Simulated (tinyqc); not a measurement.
Length of a polyene: Hueckel, PPP and singles CI along the polyenes. Computed by the program tinyqc. Hueckel uses the same beta without repulsion; CIS keeps all single excitations and so misses the low, doubly excited 2Ag state. W is the valence ionisation energy of a centre, MN the Mataga-Nishimoto formula, f the oscillator strength.

All-trans chains of carbon centres 1.40 angstrom apart:
```
parameter,value
"beta (eV), times 1 +/- alternation",-2.350000
alternation,0.050000
W (eV),11.160000
gamma_rr (eV),11.380000
repulsion formula,Ohno
```

Gaps and excitations (eV):
```
centres,Hueckel gap,PPP orbital gap,bright singlet (CIS),f,lowest triplet (CIS)
2,4.935,12.566,6.810,0.584,3.060
4,3.184,9.976,5.314,1.085,2.112
6,2.386,8.663,4.434,1.515,1.663
8,1.935,7.882,3.868,1.895,1.419
10,1.645,7.372,3.480,2.236,1.274
12,1.445,7.019,3.202,2.550,1.180
14,1.298,6.764,2.996,2.847,1.116
```

What does the comparison show, and why?

The Hueckel gap tends to 4 x alternation x |beta| = 0.47 eV for long chains. Exchange opens the PPP orbital gap, and the attraction of electron and hole brings the bright state 3.77 eV below it at 14 centres; the triplet lies 1.88 eV lower still.
